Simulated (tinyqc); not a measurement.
Inside a calculation. Model: a particle near a wafer in liquid: double-layer and van der Waals forces (DLVO), deposition barrier and removal. Computed by tinyqc, a small Python program that keeps every step. Command: `OMP_NUM_THREADS=1 python tinyqc.py 3110859 3110860 out.jsonl dlvo walk`. One thread of a shared host (Intel(R) Xeon(R) Processor @ 2.30GHz), about 0.01 s of CPU time with the checks. Intermediate numbers are printed to about 5 digits and carried at full precision; extremes and crossings named in words are read from the listed rows.

Sphere and flat wall, Derjaguin approximation, constant potentials in the linear-superposition form, no retardation and no hydration force.

Inputs (values chosen for the exercise, of the order of those for silica on silicon in water): particle radius R = 15 nm; Hamaker constant A = 1.1e-20 J; potential of the particle psi_1 = 34 mV; potential of the wafer psi_2 = -20 mV; salt concentration c = 0.0014 mol/L; valence z of the symmetric salt = 1; temperature T = 298 K; dielectric constant of the liquid = 78.4; gap h = 2.8 nm; contact distance h0 = 0.4 nm; contact radius over R = 0.032; viscosity = 0.54 mPa s.

Constants: e = 1.602176634e-19 C; N_A = 6.02214076e+23 1/mol; eps_0 = 8.8541878128e-12 F/m; k_B = 1.380649e-23 J/K; k_B = 8.617333262e-05 eV/K.

## Screening

kappa^2 = 2 z^2 e^2 N_A (1000 c)/(eps eps_0 k_B T); gamma_i = tanh(z e psi_i/(4 k_B T)); Z = 64 pi eps eps_0 (k_B T/(z e))^2 gamma_1 gamma_2.

kappa = 0.12311 1/nm

Debye length = 8.1230 nm

gamma_1 = 0.31942

gamma_2 = -0.19228

Z = -5.6530 pN

kappa R = 1.8466

Opposite signs: the double layers attract. Caution: kappa R is not large, so the Derjaguin approximation is only rough at gaps of the order of the Debye length.

## Energy and force at one gap

U(h) = Z R exp(-kappa h) - A R/(6 h); F(h) = -dU/dh = kappa Z R exp(-kappa h) - A R/(6 h^2), positive for repulsion.

double-layer energy = -14.600 k_B T

van der Waals energy = -2.3871 k_B T

U(h) = -16.988 k_B T

F(h) = -10.903 pN

Caution: for kappa h below 1 linear superposition is only rough, and charge regulation matters.

## The curve

The formulas are those given above.

Against the gap:
```
h (nm)  kappa h  U (k_B T)       F (pN)
0.4      0.0492    -36.329  -1.8181e+02
0.6      0.0739    -30.282  -8.6084e+01
1.0      0.1231    -24.906  -3.6730e+01
1.5      0.1847    -21.590  -2.0901e+01
2.5      0.3078    -17.823  -1.2073e+01
4.0      0.4924    -14.266  -8.0983e+00
7.0      0.8617     -9.661  -4.9708e+00
12.0     1.4773     -5.261  -2.5737e+00
20.0     2.4621     -2.091  -9.5868e-01
40.0     4.9243     -0.317  -9.3056e-02
```

Caution: in rows where h is not small against R, A R/(6 h) overstates the van der Waals term. Caution: in rows with kappa h below 1 linear superposition is only rough.

## Removing an attached particle

Adhesion F_a = A R/(6 h0^2) [1 + a^2/(R h0)] - kappa Z R exp(-kappa h0), a the contact radius. Drag in a shear flow F_d = 1.7 x 6 pi mu R^2 G, acting at 1.4 R; rolling starts when 1.4 R F_d = a F_a. Wall shear stress = mu G.

van der Waals adhesion = 178.475 pN

net adhesion F_a = 188.41 pN

wall shear stress for rolling = 597.31 Pa

shear rate G = 1.1061e+06 1/s

Checks made by the program: force against a difference of U (relative difference below 1e-10).
